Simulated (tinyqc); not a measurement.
Inside a calculation: gated graphene: carriers, quantum capacitance and optical conductivity. Values are carried at full precision from step to step, so a last printed digit may differ when a step is redone from the rounded ones.

Cones E = +/- hv |k|, four flavours, D(E) = 2|E|/(pi hv^2). n = (2/pi)(kT/hv)^2 F_1(mu/kT), p = (2/pi)(kT/hv)^2 F_1(-mu/kT), in 1/angstrom^2 (1e16 for 1/cm^2); F_1(eta) = integral_0^infinity x dx/(1 + exp(x - eta)). Cq/e^2 = d(n - p)/d mu = (2 kT/(pi hv^2)) ln(2 + 2 cosh(mu/kT)).

Gate: V = mu/e + e (n - p)/Cox with Cox/e^2 = k/(4 pi e2 t), t in angstrom, e2 = e^2/(4 pi eps0); 1/(eV angstrom^2) in C/e^2 equals 1602.176634 microfarad/cm^2; total 1/C = 1/Cox + 1/Cq.

Constants: kB = 8.617333262e-05 eV/K; e^2/(4 pi eps0) = 14.39964547 eV angstrom; fine-structure constant alpha = 0.007297352564.

Parameters, chosen for this exercise (Fermi velocity near that of graphene, gate dielectric near HfO2; the results hold for these values, not for the real material):
```
symbol  value  unit         meaning
hv      6.43   eV angstrom  hbar vF
T       300    K
k       17.75               dielectric constant of the gate layer
t       5      nm           its thickness
V       0.06   V            gate voltage from the neutrality point
E       0.162  eV           photon energy
Gm      2      meV          intraband damping
```

## Chemical potential at the gate voltage

Solve the gate equation for mu.

Cox = 3.143 microfarad/cm^2
mu = 0.0451 eV
n = 3.09e+11 1/cm^2
p = 1.72e+10 1/cm^2

mu takes 75.2 % of the gate voltage; the zero-temperature rule |mu| = hv sqrt(pi |n - p|) gives 0.0615 eV.

## Quantum capacitance

1/(eV angstrom^2) in C/e^2 equals 1602.176634 microfarad/cm^2; 1/C = 1/Cox + 1/Cq.

Cq = 1.319 microfarad/cm^2
C = 0.9289 microfarad/cm^2
Cq at mu = 0 = 0.8841 microfarad/cm^2

C is 0.296 of Cox.

## Optical conductivity at one energy

Conductivity over sigma0 = e^2/(4 hbar): interband Re = sinh(E/2kT)/(cosh(mu/kT) + cosh(E/2kT)); intraband Re = (8 kT/pi) ln(2 cosh(mu/2kT)) Gm/(E^2 + Gm^2). A free sheet absorbs about pi alpha_f Re(sigma/sigma0), alpha_f the fine-structure constant (alpha among the constants).

Evaluate both parts and the absorption.

interband = 0.7926
intraband = 0.0052
absorption = 1.829 %

E is above 2|mu| = 0.0903 eV; at this temperature interband transitions are mostly open; the universal value is pi alpha_f = 2.293 %.

## Checks

- Cq/e^2 against the finite difference of n - p (1/(eV angstrom^2)): both 0.0008230.

Computed by tinyqc, a small Python program: `OMP_NUM_THREADS=1 python tinyqc.py 1652191 1652192 out.jsonl` (the numbers bound the seed that draws the inputs); one thread of a shared host (Intel(R) Xeon(R) Processor @ 2.30GHz), about 0.01 s for the whole set of steps.
